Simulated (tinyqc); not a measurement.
Interface traps by the conductance method, one level: one step of the calculation.

MOS capacitor on an n-type substrate; psi is the band bending, negative in depletion; only majority carriers are counted. The traps exchange electrons with the conduction band; their admittance lies in parallel with Cd, and that pair in series with Cox and Rs. w = 2 pi f.

Task. Capacitances and time constant. Cox = 3.9 eps0/EOT, LD = sqrt(eps0 eps_r Vt/(q Nd)), u = psi/Vt, Cd = (eps0 eps_r/(sqrt(2) LD)) |exp(u) - 1|/sqrt(exp(u) - u - 1); ns = Nd exp(u); tau = ft/(sn vth ns), Cit = q Nt ft (1 - ft)/Vt.

Parameters, values chosen for the exercise; band and dielectric values close to those of gallium nitride: temperature T = 350 K; relative permittivity eps_r = 9.53; donor density Nd = 5.8e16 cm^-3; equivalent oxide thickness EOT = 8.3 nm; band bending psi ps = -0.249 V; capture cross-section for electrons sn = 2.2e-17 cm^2; thermal velocity vth = 2.9e7 cm/s; density of the level Nt = 2.9e11 cm^-2; occupation of the level at this bias ft = 0.59.

Constants: q = 1.602176634e-19 C, kB = 1.380649e-23 J/K, Vt = kB T/q, eps0 = 8.8541878128e-14 F/cm where lengths are in cm. Results are converted to the units shown.

Wanted: Cox; Cd; ns; tau; Cit.

Result.

Cox = 416.0 nF/cm^2
Cd = 133.8 nF/cm^2
ns = 1.507e13 cm^-3
tau = 6.138e-5 s
Cit = 372.7 nF/cm^2

Numbers from tinyqc (`OMP_NUM_THREADS=1 python tinyqc.py 2030165 2030166 out.jsonl`; about 0.01 s on one thread of a shared Intel Xeon 2.30GHz).
